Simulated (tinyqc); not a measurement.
From results back to parameters: inversion layer as a triangular well, valleys of the Si type. Four cases, with inputs chosen for the exercise.

Problem. The spacing of the two lowest levels of one ladder was computed from a hidden sheet density Ns.

The field is taken as constant, e F = 4 pi (e^2/4 pi eps0)(Nd + eta Ns)/eps, with 1e12/cm^2 = 1e-4/angstrom^2, and the oxide as a hard wall at z = 0; c = hbar^2/2m0.

Level j of a valley lies at E_j = a_j (c (e F)^2/m_z)^(1/3) above the band edge at the surface, with the Airy zeros a_j = 2.338107, 4.087949, 5.520560, 6.786708, 7.944134, 9.022651, 10.040174, 11.008524, 11.936016, 12.828777, and has <z> = 2 E_j/(3 e F).

Constants: hbar^2/2m0 = 3.80998211 eV angstrom^2; e^2/(4 pi eps0) = 14.39964547 eV angstrom.

Case 1.

Values chosen (near those of Si; the results hold for these values, not for the real material): m_z = 0.915 m0 (confinement mass); eps = 11.5 (dielectric constant); Nd = 0.53 x 1e12/cm^2 (depletion charge); eta = 0.5 (share of Ns in the effective field).

E_1 - E_0 = 42.5269 meV

Case 2.

Values chosen (near those of Si; the results hold for these values, not for the real material): m_z = 0.3132 m0 (confinement mass); eps = 11.5 (dielectric constant); Nd = 1.8 x 1e12/cm^2 (depletion charge); eta = 0.5 (share of Ns in the effective field).

E_1 - E_0 = 127.8822 meV

Case 3.

Values chosen (near those of Si; the results hold for these values, not for the real material): m_z = 0.3147 m0 (confinement mass); eps = 11.8 (dielectric constant); Nd = 2.4 x 1e12/cm^2 (depletion charge); eta = 0.75 (share of Ns in the effective field).

E_1 - E_0 = 135.7576 meV

Case 4.

Values chosen (near those of Si; the results hold for these values, not for the real material): m_z = 0.2598 m0 (confinement mass); eps = 11.5 (dielectric constant); Nd = 0.5 x 1e12/cm^2 (depletion charge); eta = 0.5 (share of Ns in the effective field).

E_1 - E_0 = 59.8589 meV

Find: F; Ns.

Solution. e F = sqrt(m_z/c) [(E_1 - E_0)/(a_1 - a_0)]^(3/2), with a_0 and a_1 the first two zeros; then Ns = (eps e F/(4 pi e^2/4 pi eps0) - Nd)/eta.

Case 1.

F = 0.1857 MV/cm
Ns = 1.30 x 1e12/cm^2

Case 2.

F = 0.5665 MV/cm
Ns = 3.60 x 1e12/cm^2

Case 3.

F = 0.6211 MV/cm
Ns = 2.20 x 1e12/cm^2

Case 4.

F = 0.1652 MV/cm
Ns = 1.10 x 1e12/cm^2

Computed by tinyqc, one run a case: `OMP_NUM_THREADS=1 python tinyqc.py N N+1 out.jsonl` with N = 1252248, 1252292, 1252314, 1252319; one thread of a shared Intel(R) Xeon(R) Processor @ 2.30GHz, about 0.06 s a run at most.
